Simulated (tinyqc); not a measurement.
Gain factor and gap resistance from two string resistances.

Inverse problem. At small bit-line voltage each of the 96 cells has the resistance 1/(K x) at overdrive x (no mobility reduction) in series with a gap resistance Rg. Find K, Rg and the share of the gaps at the higher overdrive.

resistance of a string of 96 equal cells at overdrives of 4.4 and 8.6 V (kohm): 3450.1818  2562.2326

Answer. The resistance per cell is a straight line in 1/x with slope 1/K and intercept Rg.

K = 12.00 uA/V^2
Rg = 17.00 kohm
share of the gaps = 63.69 %

tinyqc, about 0.8 s, one thread, Intel Xeon 2.30GHz (shared host): `OMP_NUM_THREADS=1 python tinyqc.py 2142265 2142266 out.jsonl`
